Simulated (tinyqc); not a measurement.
Two-mode optical phonons of a ternary alloy from two coupled oscillators: one step, computed by the program tinyqc. Command: `OMP_NUM_THREADS=1 python tinyqc.py 3026401 3026402 out.jsonl twomode walk`. One thread of a shared host (Intel(R) Xeon(R) Processor @ 2.30GHz), about 0.01 s of CPU time with the checks.

An alloy A(x)B(1-x)C has an A-C and a B-C bond oscillator. Each TO frequency moves linearly from the impurity mode (dilute end) to the TO of the pure crystal; each strength is proportional to the number of bonds.

Task: LO modes, coupled by the field. eps(omega) = eps_inf + W_1/(omega_1^2 - omega^2) + W_2/(omega_2^2 - omega^2) = 0 is the eigenproblem of the matrix [[omega_1^2 + W_1/eps_inf, sqrt(W_1 W_2)/eps_inf], [sqrt(W_1 W_2)/eps_inf, omega_2^2 + W_2/eps_inf]] for omega_LO^2. Uncoupled values keep the diagonal alone. eps_s = eps_inf + W_1/omega_1^2 + W_2/omega_2^2.

omega_1 (A-C, TO) = 364.094 1/cm

omega_2 (B-C, TO) = 268.583 1/cm

eps_inf = 9.4646

W_1 = 233746.9 1/cm^2

W_2 = 17871.29 1/cm^2

Give: matrix; lower LO mode; upper LO mode; uncoupled values; eps_s.

Result:

matrix (1/cm^2):
```
           1          2
1  1.573e+05  6.829e+03
2  6.829e+03  7.403e+04
```

lower LO mode = 271.1 1/cm

upper LO mode = 397.3 1/cm

uncoupled values (1/cm): 272.1  396.6

eps_s = 11.48

The field pushes the upper mode up by 0.70 and the lower one down by 1.02 per cm; the lower LO stays between the two TO modes.
